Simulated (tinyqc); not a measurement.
Worked calculation: dopant redistribution at a moving silicon-oxide interface during parabolic oxidation. Computed by tinyqc, a small Python program that keeps every step. Command: `OMP_NUM_THREADS=1 python tinyqc.py 3003748 3003749 out.jsonl segox walk`. One thread of a shared host (Intel(R) Xeon(R) Processor @ 2.30GHz), about 0.01 s of CPU time with the checks. Intermediate numbers are printed to about 5 digits and carried at full precision; extremes and crossings named in words are read from the listed rows.

Uniformly doped silicon is oxidised with x_ox = sqrt(B t); the interface advances into the silicon by alpha x_ox, alpha = 0.44. The dopant does not move in the oxide, and at the interface C(silicon) = m C(oxide).

Inputs (values chosen for the exercise, modelled on antimony in silicon under dry oxygen):
```
quantity                                           value    unit
dopant prefactor D0                                 3.78  cm^2/s
dopant activation energy E                          3.86      eV
oxidation prefactor B0                               735  um^2/h
oxidation activation energy E_B                     1.23      eV
segregation coefficient m = C(silicon)/C(oxide)       11       -
bulk doping C_B                                  1.2e+17  1/cm^3
temperature T                                        975       C
time t                                               2.9       h
```

Constants: k_B = 8.617333262e-05 eV/K.

## Rates

D = D0 exp(-E/(k_B T)), converted with 1 cm^2/s = 3.6e11 um^2/h; B = B0 exp(-E_B/(k_B T)); s = alpha sqrt(B/(4 D)), the interface advance over 2 sqrt(D t). Temperatures in kelvin are T(C) + 273.15.

D = 3.5310e-04 um^2/h

B = 0.0079395 um^2/h

s = 1.0432

oxide thickness = 0.15174 um

diffusion length 2 sqrt(D t) = 0.063999 um

Interface and diffusion move at similar speeds. Caution: in this case the oxide is not much thicker than a typical Deal-Grove length A, so real growth is slower than parabolic. Caution: parabolic growth needs an oxide much thicker than the Deal-Grove length A, which fails for thin films and low temperatures; oxidation-enhanced or retarded diffusion is ignored.

## Interface concentration

With the dopant diffusivity D and s = alpha x_ox/(2 sqrt(D t)), in the silicon C = C_B + (C_s - C_B) erfc(y/(2 sqrt(D t)))/erfc(s), y from the original surface. Dopant balance at the interface gives C_s/C_B = 1/[1 + (1/(m alpha) - 1) g], g = sqrt(pi) s exp(s^2) erfc(s).

g = 0.76931

ratio C_s/C_B = 2.5665

C_s in the silicon = 3.0798e+17 1/cm^3

concentration in the oxide = 2.7998e+16 1/cm^3

m alpha = 4.840: the oxide rejects dopant, which piles up in the silicon. For a very fast interface the ratio would tend to m alpha.

## Dose moved

Consumed silicon held alpha x_ox C_B; the oxide holds x_ox times the dopant concentration in the oxide; the difference is the excess in the silicon; 1 um = 1e-4 cm.

dopant in the consumed silicon = 8.0118e+11 1/cm^2

dopant in the oxide = 4.2484e+11 1/cm^2

excess in the silicon = 3.7634e+11 1/cm^2

## Profile below the interface

Depths z are counted from the present interface: y/(2 sqrt(D t)) = s + z/(2 sqrt(D t)); take z/(2 sqrt(D t)) = 0, 0.05, 0.1, 0.2, 0.3, 0.5, 0.75, 1, 1.5.

Profile:
```
z/(2 sqrt(D t))    z (um)   C/C_B
0.00             0.000000  2.5665
0.05             0.003200  2.3649
0.10             0.006400  2.1843
0.20             0.012800  1.8800
0.30             0.019200  1.6427
0.50             0.032000  1.3251
0.75             0.047999  1.1254
1.00             0.063999  1.0431
1.50             0.095999  1.0036
```

## Temperature and segregation coefficient

The formulas are those given above.

C_s/C_B:
```
T (C)       s  this m  m = 0.2  m = 1/alpha  m = 10
850    4.0674  4.3727  0.09029            1  4.0197
900    2.2794  3.7380  0.09463            1  3.4892
950    1.3394  2.9341  0.10405            1  2.7934
1000   0.8206  2.2537  0.12097            1  2.1824
1050   0.5217  1.7974  0.14716            1  1.7608
1100   0.3428  1.5160  0.18361            1  1.4959
1150   0.2320  1.3436  0.23038            1  1.3317
1200   0.1612  1.2357  0.28644            1  1.2281
```

s falls from 4.07 to 0.161 as T rises, because diffusion has the larger activation energy (3.86 against 1.23 eV); the ratio for this m moves from 4.373 to 1.236, towards 1. At m = 1/alpha the oxide takes exactly what the silicon held, and nothing moves. The ratio does not depend on time, since both lengths grow as sqrt(t).

Checks made by the program: excess against the integral of the profile (relative difference 1e-10).
